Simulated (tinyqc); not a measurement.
Gate sheet resistance from two finger widths.

Inverse problem. At low frequency R = Rsh Wf/(3 L) + B/Wf, where B collects the channel and vertical terms. Find Rsh, B and the width of lowest R.

Parameters, values chosen for the exercise:

| symbol | value | unit | meaning |
|---|---|---|---|
| L | 1.9 | um | channel length |

input resistance of single fingers, contacted at one end, of width 1.9 and 11 um (ohm): 106.52982  25.515152

Solution. R Wf is a straight line in Wf^2; the minimum of R lies where both terms are equal.

Rsh = 3.80 ohm/square
B = 200 ohm um
width of lowest R = 17.3 um

tinyqc, about 0.01 s, one thread, Intel Xeon 2.30GHz (shared host): `OMP_NUM_THREADS=1 python tinyqc.py 2262219 2262220 out.jsonl`
